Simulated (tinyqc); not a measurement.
# Short-channel transistor, virtual-source model with series resistance: what changes with what

The current per gate width is the charge at the top of the source barrier (the virtual source) times its velocity times a saturation function; al and be are fitting constants of the model. Units: I in uA/um, Rs in ohm um, so I Rs = 1e-6 I Rs in volts; Q in uC/cm^2, so I = 1e-4 Q vx0 Fsat with vx0 in cm/s.

Inputs (values chosen for the exercise):
- T = 250 K (temperature)
- Cinv = 1.25 uF/cm^2 (inversion capacitance)
- vx0 = 1.68e7 cm/s (velocity at the virtual source)
- mu = 250 cm^2/(V s) (apparent mobility)
- L = 45 nm (channel length)
- VT0 = 0.407 V (threshold at zero drain voltage)
- dl = 0.181 V/V (drain-induced barrier lowering)
- n0 = 1.58 (subthreshold factor)
- nd = 0.1 1/V (growth of n with drain voltage)
- al = 3.5 (threshold shift (in units of Vt) from weak to strong inversion)
- be = 1.4 (sharpness of saturation)
- Rs = 200 ohm um (series resistance of each contact)

Constants: q = 1.602176634e-19 C, kB = 1.380649e-23 J/K, Vt = kB T/q. Results are converted to the units shown.

Each table varies one quantity; the others keep the values above.

## Effect of the velocity at the virtual source on the on and off currents

Intrinsic voltages Vg' = Vgs - I Rs, Vd' = Vds - 2 I Rs. n = n0 + nd Vd', VT = VT0 - dl Vd', Ff = 1/(1 + exp((Vg' - VT + al Vt/2)/(al Vt))), Q = Cinv n Vt ln(1 + exp((Vg' - VT + al Vt Ff)/(n Vt))), Vdsat = (vx0 L/mu)(1 - Ff) + Vt Ff, Fsat = u/(1 + u^be)^(1/be) with u = Vd'/Vdsat, and I = Q vx0 Fsat per width. I is solved self-consistently. Ion is I at Vgs = Vds = 0.75 V, Ioff at Vgs = 0, Vds = 0.75 V, and Rlin = Vds/I at Vgs = 0.75 V, Vds = 0.05 V.

Effect of the velocity at the virtual source on the on and off currents:

| vx0 (cm/s) | Ion (uA/um) | Ioff (nA/um) | log10(Ion/Ioff) | Rlin (ohm um) |
|---|---|---|---|---|
| 5e6 | 246.5 | 83.00 | 3.473 | 881.0 |
| 7.1e6 | 322.5 | 117.8 | 3.437 | 858.9 |
| 1e7 | 406.6 | 165.7 | 3.390 | 845.9 |
| 1.4e7 | 492.5 | 231.6 | 3.328 | 838.2 |
| 2e7 | 577.5 | 330.0 | 3.243 | 833.2 |
| 2.8e7 | 644.3 | 460.4 | 3.146 | 830.3 |
| 4e7 | 697.7 | 654.1 | 3.028 | 828.4 |

As vx0 goes from 5e6 to 4e7 cm/s, Ion rises from 246 to 698 uA/um, Ioff rises from 83.0 to 654 nA/um and Rlin falls from 881 to 828 ohm um. Ion changes by a factor of 2.83 and Ioff by 7.88.

## Effect of the drain-induced barrier lowering on the on and off currents

Same model as above.

Effect of the drain-induced barrier lowering on the on and off currents:

| dl (V/V) | Ion (uA/um) | Ioff (nA/um) | log10(Ion/Ioff) | Rlin (ohm um) |
|---|---|---|---|---|
| 0 | 428.8 | 6.698 | 4.806 | 841.2 |
| 0.04 | 454.6 | 15.41 | 4.470 | 839.9 |
| 0.08 | 479.3 | 35.33 | 4.132 | 838.6 |
| 0.12 | 503.0 | 80.50 | 3.796 | 837.3 |
| 0.16 | 525.8 | 181.8 | 3.461 | 836.0 |
| 0.2 | 547.6 | 405.4 | 3.131 | 834.7 |
| 0.24 | 568.6 | 886.3 | 2.807 | 833.4 |
| 0.28 | 588.8 | 1882 | 2.495 | 832.1 |

As dl goes from 0 to 0.28 V/V, Ion rises from 429 to 589 uA/um, Ioff rises from 6.70 to 1880 nA/um and Rlin falls from 841 to 832 ohm um. Ion changes by a factor of 1.37 and Ioff by 281. The off current depends on it through an exponential, the on current about linearly. At dl = 0.28 V/V the off current passes 1 uA/um, so the device is hardly off at Vgs = 0.

## Effect of the apparent mobility on the on and off currents

Same model as above.

Effect of the apparent mobility on the on and off currents:

| mu (cm^2/(V s)) | Ion (uA/um) | Ioff (nA/um) | log10(Ion/Ioff) | Rlin (ohm um) |
|---|---|---|---|---|
| 50 | 292.47 | 270.88 | 3.0333 | 2472.3 |
| 85 | 383.17 | 274.57 | 3.1447 | 1633.5 |
| 140 | 463.13 | 276.42 | 3.2241 | 1160.4 |
| 240 | 532.95 | 277.50 | 3.2834 | 852.68 |
| 410 | 580.74 | 278.08 | 3.3198 | 671.00 |
| 700 | 609.48 | 278.40 | 3.3403 | 562.26 |
| 1200 | 625.18 | 278.58 | 3.3511 | 496.52 |
| 2000 | 632.85 | 278.68 | 3.3562 | 458.81 |

As mu goes from 50 to 2000 cm^2/(V s), Ion rises from 292 to 633 uA/um, Ioff rises from 271 to 279 nA/um and Rlin falls from 2470 to 459 ohm um. Ion changes by a factor of 2.16 and Ioff by 1.03.

Computed by the program tinyqc: `OMP_NUM_THREADS=1 python tinyqc.py 2380144 2380145 out.jsonl`, one thread of a shared Intel Xeon 2.30GHz, about 0.02 s for the whole run.
